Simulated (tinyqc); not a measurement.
Concentration-dependent dopant diffusion with charged defects and the built-in field. Changing the temperature T. Computed by tinyqc, a small Python program. Command: `OMP_NUM_THREADS=1 python tinyqc.py 3014501 3014502 out.jsonl extrinsic sweep`. One thread of a shared host (Intel(R) Xeon(R) Processor @ 2.30GHz), about 0.8 s of CPU time with the checks.

A constant source C_s feeds a half space. The dopant moves through neutral point defects and through charged ones, whose number grows with the majority carrier density n.

Inputs (values chosen for the exercise, modelled on phosphorus in silicon):
```
quantity                        value    unit
neutral prefactor D0x             3.4  cm^2/s
neutral activation energy E0     3.66      eV
singly charged prefactor D01     4.69  cm^2/s
activation energy E1             3.98      eV
doubly charged prefactor D02     40.8  cm^2/s
activation energy E2             4.37      eV
surface concentration C_s     2.3e+20  1/cm^3
junction level C_B            2.8e+16  1/cm^3
time t                            810       s
```

Field enhancement: on.

Constants: k_B = 8.617333262e-05 eV/K.

Method:
- n_i = 3.87e16 T^1.5 exp(-7014/T) per cm^3 (T in kelvin, an empirical form); each D = prefactor x exp(-E/(k_B T)); the intrinsic diffusivity D_i is their sum.
- Temperatures in kelvin are T(C) + 273.15.
- n = C/2 + sqrt(C^2/4 + n_i^2); D(C) = h [Dx + D1 (n/n_i) + D2 (n/n_i)^2], h = 1 + C/sqrt(C^2 + 4 n_i^2).
- With y = x/sqrt(D_s t), u = C/C_s and q = -(D/D_s) du/dy: du/dy = -q D_s/D, dq/dy = -(y/2) q D_s/D, u(0) = 1. The surface flux q(0) is shot so that u tends to 0 (LSODA, an adaptive multistep solver, relative tolerance 1e-10). Dose Q = 2 q(0) C_s sqrt(D_s t).
- The junction lies where C = C_B.

One run for each value:
```
temperature T (C)  junction depth x_j (nm)  enhancement D_s/D_i  n_i (1/cm^3)  intrinsic diffusivity D_i (cm^2/s)
850                                   44.8               107.55    2.8264e+18                          1.3584e-16
900                                   88.8                76.52    3.9372e+18                          6.8752e-16
1000                                 304.6                41.72    7.1191e+18                          1.2079e-14
1050                                 531.9                31.83    9.2883e+18                          4.3150e-14
1100                                 898.1                24.77    1.1910e+19                          1.4075e-13
1150                                1470.5                19.64    1.5037e+19                          4.2326e-13
```

Give the missing row, temperature T (C) = 950.

Computed row:
```
temperature T (C)  junction depth x_j (nm)  enhancement D_s/D_i  n_i (1/cm^3)  intrinsic diffusivity D_i (cm^2/s)
950                                  168.0                55.85    5.3521e+18                          3.0529e-15
```

Interpolating between the two neighbouring rows (linearly) misses most in intrinsic diffusivity D_i (cm^2/s), by 110 %. Over the rows, junction depth x_j (nm) rises from 44.8 to 1470; enhancement D_s/D_i falls from 108 to 19.6. The enhancement drops as T rises, because n_i grows relative to C_s.

Caution (all rows): at such concentrations dopants can cluster or exceed their solubility; the active fraction and the diffusivity then fall below the model. Caution (all rows): heavily doped phosphorus shows a kink and a deep tail, which this model leaves out.
